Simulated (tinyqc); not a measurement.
Strained quantum well: band edges, subbands and transparency: sweeps and comparisons. A value that a table varies takes the place of the one given here.

Growth on (001), barriers unstrained: tr(e) = e (2 - nu2), Z = b e (1 + nu2); Ec = Ev + Eg + ac tr(e), E_HH = Ev + av tr(e) + Z, E_LH = Ev + av tr(e) - Z (coupling to the split-off band left out).

Masses along z: me, 1/(g1 - 2 g2) for HH, 1/(g1 + 2 g2) for LH, likewise in the barrier; in the plane me, 1/(g1 + g2) for HH and 1/(g1 - g2) for LH (no mixing, which understates the hole masses away from k = 0). Level n solves k L + 2 atan[(k/m)/(kappa/mb)] = n pi, k = sqrt(m E/c), kappa = sqrt(mb (V - E)/c), c = hbar^2/2m0.

Transparency (Bernard-Duraffourg): Fc - Fv equals the lowest transition energy with n = p, n = sum m/(2 pi c) kB T ln(1 + exp((Fc - E)/kB T)) and p likewise over the listed subbands; c = hbar^2/2m0, 1/angstrom^2 = 1e16/cm^2.

Constants: hbar^2/2m0 = 3.80998211 eV angstrom^2; kB = 8.617333262e-05 eV/K; hc = 1239.841984 eV nm.

Values chosen for the exercise (near those of an InGaAs/InP well; the results hold for these values, not for the real material):
- nu2 = 0.989 (2 C12/C11)
- Eg = 0.779 eV (unstrained gap of the well)
- Ev = -0.604 eV (its valence edge)
- ac = -6.17 eV
- av = 1.08 eV (Ev moves by av tr(e))
- b = -1.9 eV (shear potential)
- Egb = 1.345 eV (gap of the barrier)
- Evb = -0.94 eV (its valence edge)
- L = 92 angstrom (well width)
- me = 0.0451 m0 (electron mass)
- g1 = 13.23 (gamma1)
- g2 = 5.15 (gamma2)
- meb = 0.08 m0
- g1b = 5.08
- g2b = 1.6
- T = 250 K (temperature)
- es = (-0.02, -0.014, -0.008, -0.003, 0, 0.003, 0.007, 0.012) (strains)
- e = 0.0039 (strain in the plane)
- Ls = (25, 35, 50, 65, 85, 110, 150) angstrom (widths)

## Strain as a design knob

Only the strain is changed; the unstrained gap and the masses are kept.

Results:

| e (%) | wavelength (nm) | top hole | hh1 - lh1 (meV) | n_tr (1e12/cm^2) | share in top |
|---|---|---|---|---|---|
| -2.0 | 1393 | hh1 | 179 | 0.364 | 0.74 |
| -1.4 | 1420 | hh1 | 135 | 0.359 | 0.74 |
| -0.8 | 1450 | hh1 | 91 | 0.362 | 0.72 |
| -0.3 | 1477 | hh1 | 55 | 0.383 | 0.64 |
| 0.0 | 1494 | hh1 | 33 | 0.419 | 0.52 |
| 0.3 | 1511 | hh1 | 11 | 0.491 | 0.36 |
| 0.7 | 1572 | lh1 | -19 | 0.496 | 0.79 |
| 1.2 | 1685 | lh1 | -56 | 0.459 | 0.95 |

n_tr is largest at e = +0.7 % (0.50), where hh1 - lh1 = -19 meV and the top subband holds 79 % of the holes, and smallest, 0.36, at -2.0, -1.4 and -0.8 %. The top hole level turns from hh to lh, and the light from TE to TM, between +0.3 and +0.7 %. The wavelength runs from 1393 to 1685 nm.

## Width of the well

All levels anew.

Results:

| L (angstrom) | wavelength (nm) | top hole | hh1 - lh1 (meV) | n_tr (1e12/cm^2) | share in top | n_tr/L (1e18/cm^3) |
|---|---|---|---|---|---|---|
| 25 | 1251 | hh1 | 73 | 0.324 | 0.90 | 1.30 |
| 35 | 1331 | hh1 | 55 | 0.341 | 0.81 | 0.97 |
| 50 | 1411 | hh1 | 34 | 0.384 | 0.63 | 0.77 |
| 65 | 1462 | hh1 | 20 | 0.435 | 0.47 | 0.67 |
| 85 | 1506 | hh1 | 7 | 0.501 | 0.34 | 0.59 |
| 110 | 1544 | lh1 | -3 | 0.549 | 0.63 | 0.50 |
| 150 | 1593 | lh1 | -12 | 0.569 | 0.64 | 0.38 |

The wavelength tunes by 342 nm. The sheet density at transparency changes from 0.32 to 0.57, the top hole subband holding 0.90 and 0.64 of the holes at the ends, while the volume density falls by a factor 3.4. Critical thickness and carrier escape are left out.

## What each parameter does

Edge wavelength, hh1 - lh1 and n_tr. Each row changes one parameter from the base and keeps the others.

Results:

| case | wavelength (nm) | hh1 - lh1 (meV) | n_tr (1e12/cm^2) |
|---|---|---|---|
| base | 1516.8 | 4.1 | 0.522 |
| L = 84 angstrom | 1503.9 | 7.9 | 0.498 |
| e = 0.0019 | 1505.0 | 18.8 | 0.460 |
| Eg = 0.759 eV | 1552.7 | 4.1 | 0.521 |
| b = -2.18 eV | 1513.1 | -0.2 | 0.542 |
| ac = -5.55 eV | 1512.5 | 4.1 | 0.522 |
| me = 0.0496 m0 | 1519.7 | 4.1 | 0.553 |
| g1 = 14.02 | 1513.5 | 2.8 | 0.508 |
| T = 290 K | 1516.8 | 4.1 | 0.617 |

The largest shifts from the base row, up to three for each result and ties (the steps differ in size, so this ranks the rows, not the parameters). wavelength (nm): Eg +35.9, L -12.9, e -11.8; unchanged at the printed digits by T. hh1 - lh1 (meV): e +14.7, b -4.2, L +3.8; unchanged at the printed digits by Eg, ac, me and T. n_tr (1e12/cm^2): T +0.095, e -0.062, me +0.031; unchanged at the printed digits by ac.

tinyqc: `OMP_NUM_THREADS=1 python tinyqc.py 1252524 1252525 out.jsonl`; about 0.01 s, one thread, shared Intel(R) Xeon(R) Processor @ 2.30GHz.
